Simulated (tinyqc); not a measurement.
Worked calculation: Ewald sum of point charges, displaced rock salt, strained along z by a factor 0.87, lattice. Computed by tinyqc, a small Python program that keeps every step. Command: `OMP_NUM_THREADS=1 python tinyqc.py 25580 25581 out.jsonl` (the two numbers bound the seeds that draw the settings). One thread of a shared host (Intel(R) Xeon(R) Processor @ 2.60GHz), about 0.03 s of CPU time with the checks.

## Ewald sum with eta = 0.384 1/bohr

cell vectors (rows) (bohr):
$$\begin{pmatrix}
0.000000 & 4.020000 & 3.497000 \\
4.020000 & 0.000000 & 3.497000 \\
4.020000 & 4.020000 & 0.000000
\end{pmatrix}$$

Charges:
```
q                f1        f2        f3
1.000000   0.000000  0.000000  0.000000
-1.000000  0.430000  0.550000  0.500000
```

Real space: 1/2 sum q_i q_j erfc(eta r)/r over all images with r > 0; reciprocal space: (2 pi/V) sum_(G != 0) exp(-G^2/4 eta^2)/G^2 |S(G)|^2 with S(G) = sum q exp(i G.r); self term -eta/sqrt(pi) sum q^2; background -pi Q^2/(2 V eta^2), Q the total charge.

Real-space shells (first ones):
```
r (bohr)  pairs  sum (hartree)
3.444463      2      -0.017828
3.583664      2      -0.014409
3.744653      2      -0.011215
3.829992      2      -0.009800
4.230948      2      -0.005101
4.306662      2      -0.004492
5.328171     16       0.005720
5.685139      8       0.001421
6.348750      2      -0.000089
6.425337      2      -0.000075
6.598387      2      -0.000051
6.672109      2      -0.000044
```

Reciprocal shells (first ones that count):
```
G^2 (1/bohr^2)  vectors  sum (hartree)
2.028520              8       0.027607
2.442911              4       0.000209
3.228260              2       2.28e-06
4.885822              4       3.21e-06
5.671171              8       8.31e-07
6.914342             16       3.80e-06
8.114082              8       1.70e-08
8.485040              8       1.15e-07
9.771644              4       8.04e-10
11.800164             8       2.63e-10
```

## The total does not depend on eta

The same sums for other eta.

Totals (hartree per cell):
```
eta            real  reciprocal       self  background        total
0.384000  -0.056051    0.027826  -0.433298    0.000000  -0.46152335
0.649000  -0.001049    0.271843  -0.732318    0.000000  -0.46152335
0.807000  -0.000045    0.449124  -0.910602    0.000000  -0.46152335
```

shortest distance = 3.444463 bohr

Madelung constant -E d / (formula units |q+ q-|) = 1.589700
